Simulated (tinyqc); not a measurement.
Worked calculation: Pariser-Parr-Pople SCF with singles CI, for the molecule C=Cc1ccncc1Cl (SMILES; centres numbered as the heavy atoms are written). One step of it, computed by the program tinyqc.

Task: PPP integrals. Mataga-Nishimoto: gamma = 14.399645/(R + a), a = 2 x 14.399645/(gamma_rr + gamma_ss); H_rr = -W_r - sum_(s != r) z_s gamma_rs; H_rs = beta for bonds.

Centres (angstrom, eV; a flat drawing with bonds scaled to 1.40 angstrom):
```
centre          x          y  core charge z          W   gamma_rr
1C      -2.756000  -0.226000              1  11.160000  11.130000
2C      -1.657000  -1.094000              1  11.160000  11.130000
3C      -0.357000  -0.577000              1  11.160000  11.130000
4C       0.742000  -1.445000              1  11.160000  11.130000
5C       2.043000  -0.927000              1  11.160000  11.130000
6N       2.245000   0.458000              1  14.100000  12.300000
7C       1.147000   1.326000              1  11.160000  11.130000
8C      -0.154000   0.809000              1  11.160000  11.130000
9Cl     -1.253000   1.677000              2  26.000000  13.000000
```

Resonance integrals (eV):
```
i  j       beta
1  2  -2.390000
2  3  -2.390000
3  4  -2.390000
4  5  -2.390000
5  6  -2.510000
6  7  -2.510000
7  8  -2.390000
8  9  -1.590000
8  3  -2.390000
```

Give: repulsion gamma_rs; core matrix H.

Result:

repulsion gamma_rs (eV):
```
          1C       2C       3C       4C       5C       6N       7C       8C
1C   11.1300   5.3447   3.8726   2.8810   2.3438   2.2941   2.6210   3.5172
2C    5.3447  11.1300   5.3475   3.8726   2.8813   2.6526   2.8813   3.8722
3C    3.8726   5.3475  11.1300   5.3447   3.8718   3.5736   3.8716   5.3440
4C    2.8810   3.8726   5.3447  11.1300   5.3449   3.9407   3.5171   3.8716
5C    2.3438   2.8813   3.8718   5.3449  11.1300   5.4776   3.8725   3.5174
6N    2.2941   2.6526   3.5736   3.9407   5.4776  12.3000   5.4776   3.9411
7C    2.6210   2.8813   3.8716   3.5171   3.8725   5.4776  11.1300   5.3456
8C    3.5172   3.8722   5.3440   3.8716   3.5174   3.9411   5.3456  11.1300
9Cl   3.9795   3.6055   3.9788   2.9396   2.6696   2.9735   3.9789   5.5513

         9Cl
1C    3.9795
2C    3.6055
3C    3.9788
4C    2.9396
5C    2.6696
6N    2.9735
7C    3.9789
8C    5.5513
9Cl  13.0000
```

core matrix H (eV):
```
           1C        2C        3C        4C        5C        6N        7C        8C
1C   -41.9934   -2.3900    0.0000    0.0000    0.0000    0.0000    0.0000    0.0000
2C    -2.3900  -45.2232   -2.3900    0.0000    0.0000    0.0000    0.0000    0.0000
3C     0.0000   -2.3900  -50.3433   -2.3900    0.0000    0.0000    0.0000   -2.3900
4C     0.0000    0.0000   -2.3900  -45.8117   -2.3900    0.0000    0.0000    0.0000
5C     0.0000    0.0000    0.0000   -2.3900  -43.8084   -2.5100    0.0000    0.0000
6N     0.0000    0.0000    0.0000    0.0000   -2.5100  -47.4044   -2.5100    0.0000
7C     0.0000    0.0000    0.0000    0.0000    0.0000   -2.5100  -46.7044   -2.3900
8C     0.0000    0.0000   -2.3900    0.0000    0.0000    0.0000   -2.3900  -51.6716
9Cl    0.0000    0.0000    0.0000    0.0000    0.0000    0.0000    0.0000   -1.5900

          9Cl
1C     0.0000
2C     0.0000
3C     0.0000
4C     0.0000
5C     0.0000
6N     0.0000
7C     0.0000
8C    -1.5900
9Cl  -55.6766
```
